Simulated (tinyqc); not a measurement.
Gain against bias and Miller's formula: avalanche multiplication and breakdown of a junction from ionisation integrals. Computed by tinyqc, a small Python program. Command: `OMP_NUM_THREADS=1 python tinyqc.py 3020220 3020221 out.jsonl impact walk`. One thread of a shared host (Intel(R) Xeon(R) Processor @ 2.30GHz), about 0.01 s of CPU time with the checks.

Ionisation coefficients follow the local field. Position x runs through the depletion layer from the p side (x = 0), where electrons enter, to the n side (x = w), where holes enter. The built-in voltage is neglected.

Inputs (values chosen for the exercise, modelled on 4H-SiC):

| quantity | value | unit |
|---|---|---|
| electron prefactor a_n | 1.83e+08 | 1/cm |
| electron field b_n | 3.31e+07 | V/cm |
| hole prefactor a_p | 3.28e+08 | 1/cm |
| hole field b_p | 2.52e+07 | V/cm |
| exponent c | 1 | - |
| permittivity eps | 9.7 | - |
| doping N of the lightly doped side | 1.1e+17 | 1/cm^3 |

Junction: one-sided abrupt n+p.

Constants: e = 1.602176634e-19 C; eps_0 = 8.8541878128e-12 F/m.

Method:
- alpha_n = a_n exp(-(b_n/F)^c), alpha_p = a_p exp(-(b_p/F)^c).
- Field F = F_m (1 - s), w = eps eps_0 F_m/(e N), V = F_m w/2, with s = 1 - x/w (the peak lies at the n+ side).
- With Phi(x) = int_0^x (alpha_n - alpha_p) dx': 1 - 1/M_n = I_n = int_0^w alpha_n exp(-Phi) dx and M_p = M_n exp(-Phi(w)); trapezoid rule on 401 even points; breakdown at I_n = 1.
- Solve I_n(F_m) = 1.
- Miller's exponent n is defined by 1 - 1/M = (V/V_B)^n for the larger M.

breakdown voltage = 274.749 V

critical field F_m = 3.35795 MV/cm

Gain:

| V/V_B | V (V) | F_m (MV/cm) | M_n | M_p | Miller exponent n |
|---|---|---|---|---|---|
| 0.50 | 137.37 | 2.3744 | 1.0012 | 1.08 | 3.7928 |
| 0.60 | 164.85 | 2.6011 | 1.0054 | 1.25 | 3.1434 |
| 0.70 | 192.32 | 2.8095 | 1.0193 | 1.70 | 2.4762 |
| 0.80 | 219.80 | 3.0034 | 1.0673 | 3.00 | 1.8199 |
| 0.90 | 247.27 | 3.1856 | 1.2927 | 8.20 | 1.2342 |
| 0.95 | 261.01 | 3.2729 | 1.8512 | 20.21 | 0.9893 |
| 0.98 | 269.25 | 3.3242 | 3.6507 | 57.95 | 0.8615 |
| 0.99 | 272.00 | 3.3411 | 6.6983 | 121.50 | 0.8223 |

The larger gain passes 2 between 0.700 and 0.800 of V_B and reaches 121 at 0.99. Miller's exponent runs from 0.82 to 3.8, so it is not a constant: a fit holds over a narrow range only. From the first row to the last the voltage grows by a factor 1.98 and the peak field by 1.41.

Extremes, crossings and ranges named in words are read from the listed rows.
